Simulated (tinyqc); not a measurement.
n-type polysilicon, carrier trapping at grain boundaries: two steps of the calculation.

One-dimensional grains of size Lg, uniform ionised doping N, monovalent traps Qt at each boundary at a depth Et below (for electrons) or above (for holes) the band edge there, abrupt depletion of width W on each side of a boundary, Boltzmann statistics. xi is the distance from the band edge at the grain centre to the Fermi level. Trapped charge Qt/(1 + exp((xi + VB - Et)/Vt)) = 2 N W, barrier VB = q N W^2/(2 eps0 eps_r).

Inputs (values chosen for the exercise); values of the order met in polycrystalline silicon: temperature T = 400 K; relative permittivity eps_r = 11.7; conduction-band density of states at T NB = 4.31e19 cm^-3; grain size Lg = 53 nm; trap density of a grain boundary Qt = 2.4e12 cm^-2; depth of the trap level from the majority band edge at the boundary Et = 0.32 eV; mass for thermionic emission ms = 0.59 m0; correction factor of the emission rate fe = 0.12; mobility inside the grains mug = 170 cm^2/(V s); doping N = 9.5e17 cm^-3.

Constants: q = 1.602176634e-19 C, kB = 1.380649e-23 J/K, m0 = 9.1093837015e-31 kg, Vt = kB T/q, eps0 = 8.8541878128e-14 F/cm where lengths are in cm. Results are converted to the units shown.

Task 1. New W. Partly depleted grain, xi = Vt ln(NB/N): f = 1/(1 + exp((xi + VB - Et)/Vt)), g = Qt f - 2 N W, g' = -2 Qt f (1 - f) VB/(W Vt) - 2 N, W(new) = W - g/g'.

W after iteration 1 = 11.865491 nm

Find: VB; f; g; g'; W after iteration 2.

Result 1.

VB = 0.1034 V
f = 0.9219
g = -4.193e10 cm^-2
g' = -2.774e11 cm^-2/nm
W after iteration 2 = 11.71 nm

Task 2. Resistivity and effective mobility. n0 = NB exp(-xi/Vt); mean density n0 (1 - 2 W/Lg) by charge balance in a partly depleted grain, and n0 (sqrt(pi)/2) erf(u)/u with u = sqrt(VB/Vt) in a fully depleted one; v = sqrt(kB T/(2 pi ms m0)); barrier resistivity Vt exp(VB/Vt)/(q fe n0 v Lg); grain resistivity (1 - 2 W/Lg)/(q n0 mug); effective mobility 1/(q mean density total resistivity).

W = 11.712523 nm
xi = 0.13149417 V
VB = 0.10077907 V

Wanted: n0; mean density; v; barrier resistivity; grain resistivity; resistivity; effective mobility.

Result 2.

n0 = 9.500e17 cm^-3
mean density = 5.301e17 cm^-3
v = 4.044e6 cm/s
barrier resistivity = 1.639 ohm cm
grain resistivity = 0.02157 ohm cm
resistivity = 1.660 ohm cm
effective mobility = 7.092 cm^2/(V s)

The resistivity is 43.0 times that of a single crystal with the same N and mobility mug, and the mean density is 55.8 % of N.

tinyqc, about 0.01 s, one thread, Intel Xeon 2.30GHz (shared host): `OMP_NUM_THREADS=1 python tinyqc.py 2830139 2830140 out.jsonl`
